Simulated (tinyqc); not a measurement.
Vacuum evaporation: vapour pressure, source flux, thickness distribution, purity and step coverage: one step, computed by the program tinyqc. Command: `OMP_NUM_THREADS=1 python tinyqc.py 3112907 3112908 out.jsonl evap walk`. One thread of a shared host (Intel(R) Xeon(R) Processor @ 2.30GHz), about 0.01 s of CPU time with the checks.

Molecular flow, unit sticking of the metal, no re-evaporation. The background gas is taken as water vapour (18.015 g/mol, collision diameter 0.37 nm) at 300 K.

Problem. Scattering and purity. Mean free path lambda = k_B T_g/(sqrt2 pi d^2 p); unscattered share exp(-h/lambda); gas arrival p/sqrt(2 pi m_g k_B T_g); impurity ratio = sticking x gas arrival/metal arrival; monolayer time = 1e15 cm^-2/(sticking x gas arrival).

Inputs (values chosen for the exercise, modelled on gallium, with constants for the liquid): source temperature T = 1180 K; source-to-wafer distance h = 27 cm; background pressure p = 2e-05 Pa; sticking of background gas = 0.6.

arrival rate at the centre = 9.984950e+12 1/(cm^2 s)

Constants: k_B = 1.380649e-23 J/K; u = 1.6605390666e-27 kg.

Give: mean free path; unscattered share; gas arrival rate; impurity ratio; monolayer time.

Solution.

mean free path = 340.49 m

unscattered share = 0.99921

gas arrival rate = 7.1680e+13 1/(cm^2 s)

impurity ratio = 4.3073

monolayer time = 23.252 s

The gas that sticks amounts to more than a tenth of the metal, although few metal atoms scatter on the way: purity, not the free path, sets the vacuum needed. Caution: more gas than metal sticks, so a compound rather than a metal film would grow.
